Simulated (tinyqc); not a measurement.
Jacobi rotations on a symmetric matrix, step by step. One step of it, computed by the program tinyqc.

Task: Jacobi rotation 2. Take the largest off-diagonal element A_pq; tan 2 theta = 2 A_pq / (A_qq - A_pp) with |theta| <= pi/4; A' = J^T A J with J_pp = J_qq = cos, J_pq = sin, J_qp = -sin.

A', lower triangle:
```
          1         2         3
1  1.578823
2  0.078370  2.957000
3  0.000000  0.105925  4.222177
```

Give: p, q, theta; A'.

Result:

p, q, theta (rad): 2.0000  3.0000  0.0830

A', lower triangle:
```
        1       2       3
1  1.5788
2  0.0781  2.9482
3  0.0065  0.0000  4.2310
```
